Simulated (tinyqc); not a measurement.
# MOS inversion layer, Poisson-Schroedinger loop: effect of the sheet density of electrons

Electrons confined at an insulator interface at z = 0, treated as a hard wall; parabolic valleys, Hartree approximation, no image or exchange terms. The depletion charge lies far deeper than the electrons and gives a uniform field q Nd/(eps0 eps_r); the gate balances all charge. Energies are counted from the band edge at the interface.

Schroedinger equation -(C/mz) psi'' + (V0 + U) psi = E psi, C = hbar^2/(2 m0), psi(0) = 0, on a uniform mesh of 800 nodes with a far wall at 220 nm, 8 levels a set; V0 = q Nd z/(eps0 eps_r); dU/dz = q (Ns - integral of n from 0 to z)/(eps0 eps_r), U(0) = 0; N_k = g md m0 q Vt/(pi hbar^2) ln(1 + exp((EF - E_k)/Vt)), g the number of valleys of the set, sum N_k = Ns. Triangular well: E_k = a_k (C F^2/mz)^(1/3), a_1 = 2.338107, a_2 = 4.087949, C = hbar^2/(2 m0), F in eV/nm. Fang-Howard (all electrons in the lowest level of set A): b^3 = 6 (mz1/C) q (Nd + 11 Ns/32)/(eps0 eps_r), centroid 3/b, level C b^2/(4 mz1) + (3/b) q (Nd + 11 Ns/16)/(eps0 eps_r). The centroid adds 3.9 z_av/eps_r to an oxide-equivalent thickness. Shares under 0.0001 % are printed as 0.

Inputs (values chosen for the exercise); masses and permittivity close to those of germanium (100): temperature T = 300 K; relative permittivity eps_r = 15.8; mass along z of valley set A (4 valley(s)) mz1 = 0.12 m0; in-plane density-of-states mass of set A md1 = 0.295 m0; sheet density of depletion charge Nd = 8.4e10 cm^-2.

Constants: q = 1.602176634e-19 C, kB = 1.380649e-23 J/K, hbar = 1.054571817e-34 J s, m0 = 9.1093837015e-31 kg, Vt = kB T/q, eps0 = 8.8541878128e-14 F/cm where lengths are in cm, hbar^2/(2 m0) = 0.0380998212 eV nm^2. Results are converted to the units shown.

Effect of the sheet density of electrons:

| Ns (cm^-2) | A1 (meV) | A2 (meV) | EF (meV) | share of A1 (%) | share of A2 (%) | centroid z_av (nm) | added oxide equivalent (nm) | Fang-Howard centroid (nm) |
|---|---|---|---|---|---|---|---|---|
| 1e11 | 24.9 | 40.9 | -125 | 39.0 | 21.0 | 19.8 | 4.88 | 10.2 |
| 2.1e11 | 33.3 | 53.1 | -93.7 | 44.5 | 20.7 | 17.2 | 4.26 | 9.28 |
| 4.5e11 | 48.6 | 74.5 | -54.0 | 53.0 | 19.6 | 14.0 | 3.45 | 8.06 |
| 9.7e11 | 74.9 | 110 | -2.52 | 64.1 | 16.8 | 10.6 | 2.62 | 6.69 |
| 2.1e12 | 120 | 167 | 67.5 | 75.6 | 12.7 | 7.68 | 1.89 | 5.37 |
| 4.4e12 | 191 | 254 | 163 | 84.9 | 8.49 | 5.54 | 1.37 | 4.28 |
| 9.4e12 | 312 | 397 | 311 | 91.8 | 4.87 | 3.96 | 0.979 | 3.35 |
| 2e13 | 512 | 628 | 545 | 95.9 | 2.52 | 2.88 | 0.712 | 2.62 |

What does the table show?

As Ns goes from 1e11 to 2e13, A1 rises from 24.9 to 512 meV, the share of A1 rises from 39.0 to 95.9 % and the centroid falls from 19.8 to 2.88 nm. A1 goes as Ns^(0.66) between the last two rows (a triangular well in the field of that charge alone gives 2/3). EF lies more than 2 meV above A1 for Ns = 2e13. The Fang-Howard centroid is 49 % below the full one in the first row, where A1 holds 39.0 %, and 9.2 % below it in the last, where A1 holds 95.9 %. For Ns = 1e11, 2.1e11, 4.5e11, 9.7e11, 2.1e12 the eighth level of a set still holds over 0.4 % of the electrons, so more levels and a farther wall would raise the centroid.

Program tinyqc, `OMP_NUM_THREADS=1 python tinyqc.py 2160171 2160172 out.jsonl`; Intel Xeon 2.30GHz, shared host, one thread, about 0.8 s.
